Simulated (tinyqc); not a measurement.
Nucleation and growth against temperature: classical nucleation, growth and JMAK kinetics of crystallisation from a melt or glass. Computed by tinyqc, a small Python program. Command: `OMP_NUM_THREADS=1 python tinyqc.py 3020588 3020589 out.jsonl nucl walk`. One thread of a shared host (Intel(R) Xeon(R) Processor @ 2.30GHz), about 0.01 s of CPU time with the checks.

A spherical nucleus cap on a flat wall with a sharp interface of isotropic energy gamma; lambda = Omega^(1/3) is the jump distance.

Inputs (values chosen for the exercise, for a model substance):
```
quantity                        value        unit
melting point T_m                1180           K
heat of melting per volume H     1080      J/cm^3
interface energy gamma          0.145       J/m^2
atomic volume Omega              20.5  angstrom^3
diffusion prefactor D0        2.1e-06       m^2/s
activation energy Q              1.95          eV
contact angle theta               100     degrees
wall area per volume S_v      2.9e+06         1/m
```

Nucleation: on a flat wall. Driving force: Thompson-Spaepen.

Constants: k_B = 1.380649e-23 J/K; k_B = 8.617333262e-05 eV/K.

Method:
- Driving force per volume: dG = H [(T_m - T)/T_m] [2 T/(T_m + T)].
- Shape factor f = (2 + cos theta)(1 - cos theta)^2/4.
- W(r) = f [4 pi r^2 gamma - (4/3) pi r^3 dG]; r* = 2 gamma/dG; W* = f 16 pi gamma^3/(3 dG^2); n* = f (4/3) pi r*^3/Omega.
- D = D0 exp(-Q/(k_B T)); attachment rate k+ = (A*/lambda^2) D/lambda^2 with A* = 2 pi r*^2 (1 - cos theta); Zeldovich factor Z = sqrt(W*/(3 pi k_B T))/n*; sites per volume N = S_v/lambda^2; I = N Z k+ exp(-W*/(k_B T)); lag time = 1/(4 pi Z^2 k+).
- Growth (Wilson-Frenkel): u = (D/lambda) [1 - exp(-dG Omega/(k_B T))].
- JMAK with steady nucleation and growth, nuclei spread at random: extended fraction X_e = (pi/3) I u^3 t^4, X = 1 - exp(-X_e); t_X = [-3 ln(1 - X)/(pi I u^3)]^(1/4); final grains per volume = Gamma(5/4) (3/pi)^(1/4) (I/u)^(3/4), Gamma(5/4) = 0.9064024771.
- Grain size = (grains per volume)^(-1/3). Rows are kept where W*/(k_B T) < 70.

Rates:
```
T (K)  W*/(k_B T)  I (1/(m^3 s))     u (m/s)   t_0.5 (s)  grain size (micrometre)
590        30.431     2.4861e+09  1.0074e-13  2.2590e+07               2.6171e+00
649        30.139     1.0369e+11  3.0152e-12  6.9466e+05               2.4087e+00
708        31.307     5.6412e+11  4.9794e-11  5.5523e+04               3.1794e+00
767        34.204     3.4988e+11  5.1714e-10  1.0815e+04               6.4316e+00
826        39.568     1.2984e+10  3.6992e-09  5.6334e+03               2.3964e+01
885        49.090     5.7041e+06  1.9406e-08  1.1226e+04               2.5051e+02
944        66.864     5.2101e-01  7.7711e-08  2.2810e+05               2.0385e+04
```

What does the comparison show, and why?

Among these rows I peaks at 708 K, u at 944 K and the change is fastest at 826 K, between the two. Growth has no barrier W*, so it peaks nearer T_m than nucleation. The grain size goes as (u/I)^(1/4), from 2.6 micrometre at the lowest T to 20000 at the highest. Caution: grain sizes above a centimetre mean that a sample waits for single nuclei, and the half time has no meaning there.

Extremes, crossings and ranges named in words are read from the listed rows.
